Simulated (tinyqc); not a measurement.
Defect-molecule model of a vacancy with Jahn-Teller distortion: one step. Relaxed charge states. Three cases, with inputs chosen for the exercise.

Task: Minimise W_n over Q: Q_n = 2 n I/k, gain n^2 E_JT with E_JT = 2 I^2/k. W_n at mu = 0 is n et - n^2 E_JT + Uc n (n - 1)/2.

Four dangling hybrids a, b, c, d point into the vacancy: H_ii = E0, and -gm between any two. A tetragonal distortion Q pairs a with b and c with d: those two couplings become -gm - I Q and the other four -gm + I Q/2, at an elastic cost k Q^2/2. The a1 level holds two electrons; charge states 2+, + and 0 put n = 0, 1, 2 more into the lowest level of t2 origin. Energy from the 2+ state at Q = 0, with the Fermi level mu counted from Ev: W_n(Q) = n (et - 2 I Q) + k Q^2/2 + Uc n (n - 1)/2 - n mu. et = E0 + gm is the undistorted t2 level.

Give: E_JT; States.

Case 1.

Values chosen (of the size used for the vacancy in silicon; shifted at random, so the results belong to these values and not to a real crystal): E0 = -0.05 eV (level of a dangling hybrid, from Ev); gm = 0.37 eV (coupling between two dangling hybrids); I = 1.13 eV/angstrom (Jahn-Teller coupling); k = 14.9 eV/angstrom^2 (force constant of the mode); Uc = 0.4 eV (repulsion of two electrons in one orbital).

Result:

E_JT = 0.1714 eV

States:
```
n  charge  Q_n (angstrom)  gain (eV)  W_n (eV)
0      2+          0.0000     0.0000    0.0000
1       +          0.1517     0.1714    0.1486
2       0          0.3034     0.6856    0.3544
```

Case 2.

Values chosen (of the size used for the vacancy in silicon; shifted at random, so the results belong to these values and not to a real crystal): E0 = -0.06 eV (level of a dangling hybrid, from Ev); gm = 0.37 eV (coupling between two dangling hybrids); I = 1.05 eV/angstrom (Jahn-Teller coupling); k = 12.5 eV/angstrom^2 (force constant of the mode); Uc = 0.26 eV (repulsion of two electrons in one orbital).

Result:

E_JT = 0.1764 eV

States:
```
n  charge  Q_n (angstrom)  gain (eV)  W_n (eV)
0      2+          0.0000     0.0000    0.0000
1       +          0.1680     0.1764    0.1336
2       0          0.3360     0.7056    0.1744
```

Case 3.

Values chosen (of the size used for the vacancy in silicon; shifted at random, so the results belong to these values and not to a real crystal): E0 = -0.01 eV (level of a dangling hybrid, from Ev); gm = 0.33 eV (coupling between two dangling hybrids); I = 1.24 eV/angstrom (Jahn-Teller coupling); k = 15.9 eV/angstrom^2 (force constant of the mode); Uc = 0.31 eV (repulsion of two electrons in one orbital).

Result:

E_JT = 0.1934 eV

States:
```
n  charge  Q_n (angstrom)  gain (eV)  W_n (eV)
0      2+          0.0000     0.0000    0.0000
1       +          0.1560     0.1934    0.1266
2       0          0.3119     0.7736    0.1764
```

Computed by tinyqc, one run a case: `OMP_NUM_THREADS=1 python tinyqc.py N N+1 out.jsonl` with N = 1481343, 1481547, 1481730; one thread of a shared Intel(R) Xeon(R) Processor @ 2.30GHz, about 0.01 s a run at most.
